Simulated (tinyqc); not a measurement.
## Gap voltage and exponent from three temperatures

Question. At constant current VBE(T) = Vg0 - a T - eta (kB T/q) ln T, where a is a constant. Find Vg0, eta and dVBE/dT at the middle temperature.

Constants: q = 1.602176634e-19 C, kB = 1.380649e-23 J/K. Results are converted to the units shown.

T (K): [233, 253, 360]
VBE at a constant current (V): [0.8403179676, 0.8050406006, 0.6087612477]

Solution. The relation is linear in Vg0, a and eta, so three points give a linear system; the slope is (VBE - Vg0 - eta kB T/q)/T. eta rests on the curvature of VBE(T) alone, so real fits need accuracy of some tens of microvolts or better.

Vg0 = 1.18 V
eta = 3.60
dVBE/dT = -1.78 mV/K

Numbers from tinyqc (`OMP_NUM_THREADS=1 python tinyqc.py 2062044 2062045 out.jsonl`; about 0.02 s on one thread of a shared Intel Xeon 2.30GHz).
